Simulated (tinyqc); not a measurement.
# On-chip interconnect, size-dependent resistivity and RC delay, step by step

Program tinyqc, `OMP_NUM_THREADS=1 python tinyqc.py 2100123 2100124 out.jsonl`; Intel Xeon 2.30GHz, shared host, one thread, about 0.01 s. Printed values are rounded.

A rectangular line between two neighbours and two ground planes. Surface and grain-boundary scattering are added to the bulk resistivity as corrections; capacitances are parallel-plate values without fringing; inductance is ignored.

Inputs (values chosen for the exercise); metal values close to those of copper: bulk resistivity rho0 = 1.7 uohm cm; bulk mean free path lam = 39.8 nm; specular share of surface scattering ps = 0; reflection coefficient of grain boundaries Rg = 0.39; grain size over the metal width gr = 2; drawn line width wd = 14 nm; aspect ratio, height over width AR = 2.4; liner on both walls and the bottom, not conducting tl = 2.8 nm; space to the neighbouring lines sp = 14 nm; dielectric height to the planes above and below hd = 22 nm; relative permittivity of the dielectric ek = 2.5; Miller factor of the neighbours Mf = 2; line length Lw = 120 um; driver resistance Rd = 410 ohm; load capacitance Cl = 0.077 fF; time step dt = 220 ps.

Constants: eps0 = 8.8541878128e-12 F/m. Results are converted to the units shown.

Range of the model: The metal width is under the mean free path, where the thick-limit surface term and the simple sum of corrections lose accuracy.

## Resistivity, resistance and capacitance per length

Metal width x = wd - 2 tl, height y = AR wd - tl; grain boundaries (Mayadas-Shatzkes): al = (lam/(gr x)) Rg/(1 - Rg), g = 1/[1 - 3 al/2 + 3 al^2 - 3 al^3 ln(1 + 1/al)] - 1; surfaces (Fuchs-Sondheimer, thick limit): s = (3/8) lam (1 - ps)(1/x + 1/y); rho = rho0 (1 + g + s); r = rho/(x y); c = eps0 ek (2 wd/hd + 2 Mf AR wd/sp).

x = 8.4 nm
y = 30.8 nm
al = 1.51464
g = 2.06943
s = 2.26136
rho = 9.06235 uohm cm
r = 350.276 ohm/um
c = 0.240673 fF/um

rho is 5.33 times the bulk value; surfaces add more (2.26 against 2.07). The liner takes 45.0 % of the cross-section.

## Ladder and Elmore delays

4 equal pi sections: series Rs = r Lw/4; node capacitances c Lw/4, halved at nodes 0 and 4, with Cl added to node 4; Rd feeds node 0. Elmore delay of node k: the sum, over the resistors on the path to k, of resistance times all capacitance downstream of it.

Rs = 10508.3 ohm

```
node   C (fF)  Elmore delay (ps)
0     3.61009            11.8727
1     7.22019            278.233
2     7.22019            468.722
3     7.22019            583.339
4     3.68709            622.084
```

The far-end value equals Rd (c Lw + Cl) + r Lw (c Lw/2 + Cl) for any number of pi sections; the line resistance contributes 98.1 % of it.

## Step 1: node voltages after a time step

v at t = 0, node 0 to 4 (V): 0  0  0  0  0

A 1 V step is applied behind Rd at t = 0. C dv/dt = -G v + b, with G the conductance matrix of the ladder (1/Rs between neighbours, 1/Rd added at node 0) and b = (1 V/Rd, 0, ...). Backward Euler step: (C/dt + G) v(new) = (C/dt) v + b.

v at t = 1 dt, node 0 to 4 (V): 0.977110  0.558942  0.333537  0.223159  0.189743

## Step 2: node voltages after a time step

As before.

v at t = 2 dt, node 0 to 4 (V): 0.990152  0.740000  0.552291  0.440023  0.402545

## Course in time

A 1 V step is applied behind Rd at t = 0. C dv/dt = -G v + b, with G the conductance matrix of the ladder (1/Rs between neighbours, 1/Rd added at node 0) and b = (1 V/Rd, 0, ...). Backward Euler step: (C/dt + G) v(new) = (C/dt) v + b. The last column solves the same ladder exactly by its modes.

Voltages (V):
```
t (ps)  node 0  node 2  node 4  node 4, exact
220.0   0.9771  0.3335  0.1897         0.1939
440.0   0.9902  0.5523  0.4025         0.4692
660.0   0.9935  0.6923  0.5747         0.6549
880.0   0.9955  0.7862  0.7010         0.7757
1100    0.9969  0.8509  0.7906         0.8542
1320    0.9978  0.8959  0.8536         0.9053
1540    0.9985  0.9272  0.8977         0.9384
1760    0.9989  0.9492  0.9285         0.9600
1980    0.9993  0.9645  0.9500         0.9740
2200    0.9995  0.9752  0.9651         0.9831
2420    0.9996  0.9826  0.9756         0.9890
2640    0.9997  0.9879  0.9829         0.9929
```

The far end of the ladder reaches 0.5 V at 470.6 ps, 0.757 of its Elmore delay (ln 2 = 0.693 for a single pole); the slowest mode has a time constant of 510.5 ps. The largest error of the backward Euler steps at that node is 80 mV.
